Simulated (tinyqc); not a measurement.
From results back to parameters: hydrogenic donor in a hard-walled well (variational). Three cases, with inputs chosen for the exercise.

Problem. The binding energy was computed from a hidden position zi >= 0.

Trial function cos(pi z/L) exp(-r/lam), r measured from the donor at zi, walls at +/- L/2, one eps everywhere. Counted from the lowest subband, E(lam) = c/(m lam^2) - (q/eps) I0/I1, with I0 the integral of cos^2(pi z/L) exp(-2|z - zi|/lam) over the well and I1 the same with the factor (|z - zi| + lam/2); c = hbar^2/2m0, q = e^2/(4 pi eps0). The binding energy is -E at the minimum.

Constants: hbar^2/2m0 = 3.80998211 eV angstrom^2; e^2/(4 pi eps0) = 14.39964547 eV angstrom.

Find: zi; 2 zi/L.

Method. The binding falls steadily from the centre to the wall, so bisection in zi, with the minimum over lam at each step, finds one position.

Case 1.

Values chosen (out of a larger set: near those of InP; not measured data):
- m = 0.079 m0 (mass)
- eps = 12.4 (dielectric constant)
- L = 83 angstrom (well width)

binding energy = 12.3803 meV

Solution.

zi = 22.0 angstrom
2 zi/L = 0.53

Case 2.

Values chosen (out of a larger set: near those of InP; not measured data):
- m = 0.082 m0 (mass)
- eps = 12 (dielectric constant)
- L = 212 angstrom (well width)

binding energy = 5.8758 meV

Solution.

zi = 96.0 angstrom
2 zi/L = 0.91

Case 3.

Values chosen (out of a larger set: near those of GaN; not measured data):
- m = 0.2 m0 (mass)
- eps = 9.6 (dielectric constant)
- L = 123 angstrom (well width)

binding energy = 29.4451 meV

Solution.

zi = 34.0 angstrom
2 zi/L = 0.55

Computed by tinyqc, one run a case: `OMP_NUM_THREADS=1 python tinyqc.py N N+1 out.jsonl` with N = 1281551, 1281716, 1281734; one thread of a shared Intel(R) Xeon(R) Processor @ 2.30GHz, about 0.06 s a run at most.
